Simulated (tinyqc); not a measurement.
Inside a calculation: valley splitting of a silicon quantum well in envelope theory. Values are carried at full precision from step to step, so a last printed digit may differ when a step is redone from the rounded ones.

Constants: hbar^2/2m0 = 3.80998211 eV angstrom^2; kB = 8.617333262e-05 eV/K.

Inputs chosen for the exercise (near those of a strained Si well in SiGe; shifted at random, so the results belong to these values and not to a real crystal):
- k0 = 0.832 2 pi/a (valley position)
- a = 5.431 angstrom (lattice constant)
- ml = 0.92 m0 (mass along z)
- F = 3.2 mV/nm (field pressing towards the upper interface)
- w = 0.9 angstrom (interface width parameter)
- L = 90 angstrom (well width)
- V0 = 0.17 eV (conduction offset)
- C0 = 0.252 (Bloch overlap factor)
- Yb = 0.25 (Ge share of the barrier)
- Yw = 0 (Ge share of the well)
- ad = 170 angstrom (dot radius)

## Wave number and lengths

q = 2 k0 (2 pi/a), its wavelength, the field length (c/(ml e F))^(1/3) with c = hbar^2/2m0 and 1 mV/nm = 1e-4 eV/angstrom, and the damping factor y/sinh(y), y = pi q w, of a step smoothed as 1/(1 + exp(z/w)).

q = 1.9251 1/angstrom
wavelength = 3.264 angstrom
field length = 23.5 angstrom
damping factor = 0.0471

## The envelope

The well lies at 0 < z < L; U(z) = V0 [1/(1 + exp(z/w)) + 1/(1 + exp((L - z)/w))] - e F z, 1 mV/nm = 1e-4 eV/angstrom. The envelope psi solves -(c/ml) psi'' + U psi = E psi, c = hbar^2/2m0, by three-point differences on a grid of 0.1 angstrom from -40 to L + 40 angstrom. The two valleys at +/- k0 couple through D = C0 times the integral of exp(-i q z) U(z) psi^2, q = 2 k0 (2 pi/a), and split by Ev = 2|D|.

Two lowest levels, mean position, and psi^2 at both interfaces.

levels (meV): [-12.62, 2.75]

<z> = 58.8 angstrom
psi^2 at z = 0 and L (1/angstrom): [4.37e-05, 0.00174]

The field makes psi^2 at the upper interface 39.8 times that at the lower one. The orbital spacing is 15.4 meV.

## Contributions to the coupling

Split D into the lower barrier, the upper barrier and the field term.

Parts of D (micro-eV):
```
part             real  imaginary   size
lower barrier   0.047      0.021  0.052
upper barrier  -1.117      1.718  2.049
field term     -0.006      0.006  0.008
```

## Valley splitting and phase

The inter-valley coupling D is the sum of the complex parts; Ev = 2|D|, the valley phase is arg D, and kB T equals Ev at T = Ev/kB.

Ev = 4.10 micro-eV
phase = 2.12 rad
T = 0.048 K

The upper barrier gives the largest part.

## Alloy disorder

Random alloy: with Y(z) = Yw + (Yb - Yw) B(z), B the bracket in U, and in-plane density exp(-r^2/ad^2)/(pi ad^2), D gains a random complex part of variance sigma^2 = (C0^2/pi)(a^2 V0/(8 ad (Yb - Yw)))^2 (4/a) times the integral of psi^4 Y (1 - Y). Alone it gives a mean splitting sqrt(pi) sigma; together with the smooth part the rms splitting is 2 sqrt(|D|^2 + sigma^2).

Give the integral, sigma, the mean splitting from disorder alone and the rms total.

integral = 1.69e-06 1/angstrom
sigma = 2.3 micro-eV
sqrt(pi) sigma = 4.1 micro-eV
rms splitting = 6.2 micro-eV

|D|/sigma = 0.88: the two parts are comparable.

## Checks

- Lowest level for sharp walls and no field against the square well, meV: both 4.1.
- Size of one barrier part in that case against C0 V0 psi(0)^2/sqrt(q^2 + 4 kappa^2), micro-eV: both 10.

Program tinyqc; command `OMP_NUM_THREADS=1 python tinyqc.py 1280930 1280931 out.jsonl`; about 0.1 s on one thread of a shared Intel(R) Xeon(R) Processor @ 2.30GHz.
